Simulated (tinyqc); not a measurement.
# Permittivity and interface capacitance from two thicknesses

Question. 1/C = t/(eps0 ek) + 2/ci for planar capacitors that differ only in thickness. Find ek, ci and the EOT of the interfaces, 2 x 3.9 eps0/ci.

Constants: eps0 = 8.8541878128e-14 F/cm where lengths are in cm. Results are converted to the units shown.

C at t = 3.9 and 12 nm (uF/cm^2): 10.935802  4.7140548

Solution. 1/C is a straight line in t: the slope gives ek and the intercept 2/ci. A single thickness would give only the effective permittivity; when the interfaces are a small part of 1/C, ci needs very accurate data.

ek = 75.8
ci = 60.0 uF/cm^2
EOT of the interfaces = 0.115 nm

Numbers from tinyqc (`OMP_NUM_THREADS=1 python tinyqc.py 2102014 2102015 out.jsonl`; about 0.01 s on one thread of a shared Intel Xeon 2.30GHz).
